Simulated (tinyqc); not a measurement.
# Formation energy of a charged point defect from supercell energies, step by step

A worked calculation. Computed by tinyqc, a small Python program that keeps every step. Command: `OMP_NUM_THREADS=1 python tinyqc.py 3016944 3016945 out.jsonl formation walk`. One thread of a shared host (Intel(R) Xeon(R) Processor @ 2.30GHz), about 0.01 s of CPU time with the checks. Intermediate numbers are printed to about 6 digits and carried at full precision; extremes and crossings named in words are read from the listed rows.

The host is a compound AB. Making the defect adds n_A = 0, n_B = -1 atoms to the cell. All total energies are inputs. E_F is counted from the valence-band maximum (VBM); x = 0 is A-rich and x = 1 B-rich growth.

Inputs (values chosen for the exercise, for a model compound AB):
```
quantity                       value      unit
gap E_g                         1.33        eV
E_VBM of the host cell          4.09        eV
potential alignment dV         -0.11        eV
dielectric constant eps         9.22         -
cell length L                     18  angstrom
mu_B of the pure element      -6.916        eV
formation enthalpy dH of AB    -1.01        eV
growth condition x              0.39         -
Fermi level E_F                0.899        eV
temperature T                   1400         K
site density N_s             4.4e+22     cm^-3
```

Defect: vacancy of B. Supercell lattice: sc.

charge states q: 3  2  1  0

E(defect, q) - E(host), in the order of q (eV): -5.8  -1.042  3.474  8.32

Constants: e^2/(4 pi eps_0) = 14.39964548 eV angstrom; k_B = 8.617333262e-05 eV/K.

## Chemical potentials

dmu_A = x dH and dmu_B = (1 - x) dH, so that dmu_A + dmu_B = dH; mu = mu(element) + dmu. The reservoir term is sum n_i mu_i.

dmu_A = -0.3939 eV

dmu_B = -0.6161 eV

sum n_i mu_i = 7.5321 eV

## Image-charge corrections

Image-charge correction of a point charge in a neutralising background: E_corr = q^2 alpha e^2/(4 pi eps_0) / (2 eps L), alpha = 2.837297 for a sc array with L the cube root of the volume.

E_corr (eV): (q=+3) 1.10781, (q=+2) 0.49236, (q=+1) 0.12309, (q=0) 0.00000

Caution: the largest image-charge correction in these energies, q^2 alpha e^2/(8 pi eps_0 eps L) with alpha = 2.837297, exceeds a quarter of the gap; the point-charge term alone is then a rough estimate, usually too large for a charge that is spread out.

## Formation energies at E_F = 0

E_f(q, E_F) = [E(defect, q) - E(host)] - sum n_i mu_i + q (E_VBM + dV + E_F) + E_corr(q).

E_f(q, 0) (eV): (q=+3) -0.284289, (q=+2) -0.121740, (q=+1) 0.044990, (q=0) 0.787900

Caution: E_f at E_F = 0 is negative for at least one charge state, so in equilibrium E_F cannot reach the valence-band maximum.

## Transition levels and the lower envelope

eps(q/q') = [E_f(q', 0) - E_f(q, 0)]/(q - q'). U of state q is eps(q/q-1) - eps(q+1/q). The stable state at each E_F is the lowest line E_f(q, 0) + q E_F.

One-electron levels above the VBM (eV):
```
level      energy  U of the state between this level and the next
(+3/+2)  0.162549                                        0.004180
(+2/+1)  0.166730                                        0.576180
(+1/0)   0.742910                                               -
```

Stable states:
```
q   from E_F (eV)  to E_F (eV)
+3       0.000000      0.16255
+2       0.162549      0.16673
+1       0.166730      0.74291
0        0.742910      1.33000
```

Stable in the gap, from the VBM up: +3, +2, +1, 0.

## The first and the last level

eps(q/q-1) = E_f(q - 1, 0) - E_f(q, 0).

level (+3/+2) = 0.162549 eV

level (+1/0) = 0.742910 eV

## Concentrations at the given E_F and T

E_f(q, E_F) = E_f(q, 0) + q E_F. c_q = N_s exp(-E_f(q, E_F)/k_B T), with all degeneracy factors one and no vibrational entropy.

Charge states:
```
q   E_f (eV)  c_q (cm^-3)        share
+3   2.41271  9.07978e+13  1.11039e-06
+2   1.67626  4.06612e+16  4.97258e-04
+1   0.94399  1.75889e+19  2.15099e-01
0    0.78790  6.41413e+19  7.84402e-01
```

lowest formation energy = 0.7879 eV

total concentration = 8.17709e+19 cm^-3

mean charge = 0.216097 e

State 0 holds 78.4 % of the defects.

## Fermi level and growth conditions

Each entry is the lowest E_f over q.

Lowest formation energy (eV):
```
E_F (eV)  stable q  A-rich, x = 0    x = 0.5  B-rich, x = 1
0.000           +3      -0.678189  -0.173189        0.33181
0.166           +2      -0.183640   0.321360        0.82636
0.332           +1      -0.016910   0.488090        0.99309
0.499           +1       0.150090   0.655090        1.16009
0.665           +1       0.316090   0.821090        1.32609
0.831            0       0.394000   0.899000        1.40400
0.998            0       0.394000   0.899000        1.40400
1.164            0       0.394000   0.899000        1.40400
1.330            0       0.394000   0.899000        1.40400
```

Going from A-rich to B-rich growth shifts every line by +1.010 eV and moves no transition level. The slope of the envelope is the stable charge, so E_f is highest in the rows from E_F = 0.831 to 1.33 eV, where the neutral state is stable: the defect forms most easily in p-type material. Under A-rich growth E_f turns negative for part of the gap, so in equilibrium E_F cannot enter that part.

## What the corrections do to the levels

Levels eps(q/q-1) with the terms q dV and E_corr left out or kept.

Levels above the VBM (eV):
```
level      raw  with alignment  with image charge  with both
(+3/+2)  0.668           0.778           0.052549   0.162549
(+2/+1)  0.426           0.536           0.056730   0.166730
(+1/0)   0.756           0.866           0.632910   0.742910
```

Alignment moves every level by -dV = +0.110 eV. The image term moves eps(q/q-1) by (1 - 2q) E_corr(1): (+3/+2) by -0.615, (+2/+1) by -0.369, (+1/0) by -0.123 eV, donor levels down and acceptor levels up. It adds 2 E_corr(1) = 0.246 eV to every U, which turns an apparent negative U of the raw energies into a positive one.

Checks made by the program: envelope against a direct minimum on a grid (relative difference below 1e-10).
